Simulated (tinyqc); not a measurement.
Vacancy excess varied: nucleation and growth of vacancy voids in a cooling silicon-like crystal. Computed by tinyqc, a small Python program. Command: `OMP_NUM_THREADS=1 python tinyqc.py 3007647 3007648 out.jsonl voids walk`. One thread of a shared host (Intel(R) Xeon(R) Processor @ 2.30GHz), about 0.3 s of CPU time with the checks.

Spherical voids; vacancies are lost only to voids.

Inputs (values chosen for the exercise, for a model crystal): vacancy density at the melting point C_m = 8.6e+14 1/cm^3; formation energy E_f = 4.03 eV; melting point T_m = 1685 K; diffusion prefactor D0 = 0.0018 cm^2/s; migration energy E_m = 0.4 eV; site density rho = 5e+22 1/cm^3; void surface energy gamma = 0.874 J/m^2; cooling rate q = 1.3 K/min; ratio (V/G)/xi_c = 1.68; limit of the excess at high V/G = 1.4e+14 1/cm^3; temperature step = 0.2 K.

Vacancy supply: from V/G.

Constants: k_B = 8.617333262e-05 eV/K; k_B = 1.380649e-23 J/K.

Method:
- C = C_x (u - 1)/(u + 0.2) with u = (V/G)/xi_c, a form chosen for the exercise.
- C_e = C_m exp[-(E_f/k_B)(1/T - 1/T_m)]; D = D0 exp(-E_m/(k_B T)); f = k_B T ln(C/C_e); r* = 2 gamma/(rho f); W* = 16 pi gamma^3/(3 rho^2 f^2); Z = f/sqrt(12 pi W* k_B T); I = rho Z (4 pi r* D C) exp(-W*/(k_B T)).
- March down from 1500 K in steps dT, dt = dT/q, with values at the upper end of each step: a class of I dt voids is born with r*; then all classes grow by r^2 += 2 D (C - C_e) dt/rho; C falls by the vacancies added to voids. Stop at 1150 K. T_n is the T of the largest I, N the final count (classes under 1e-6 /cm^3 are dropped), and the mean radius the number average.

initial excess C = 5.06383e+13 1/cm^3

At fixed q:
```
C (1/cm^3)  T_n (K)  N (1/cm^3)  mean radius (nm)
2.00e+13     1318.4  6.8018e+05             51.57
3.00e+13     1338.0  5.0707e+05             65.13
5.10e+13     1364.4  3.4534e+05             88.40
8.10e+13     1388.2  2.4712e+05            115.36
1.30e+14     1413.2  1.7555e+05            151.43
```

What does the comparison show, and why?

More vacancies nucleate earlier (T_n rises by 95 K) and give fewer, larger voids: N goes as C^-0.72 and the radius as C^0.58, steeper than the -1/2 and +1/2 of the scaling argument at fixed D, because D rises with T_n.

Extremes, crossings and ranges named in words are read from the listed rows.
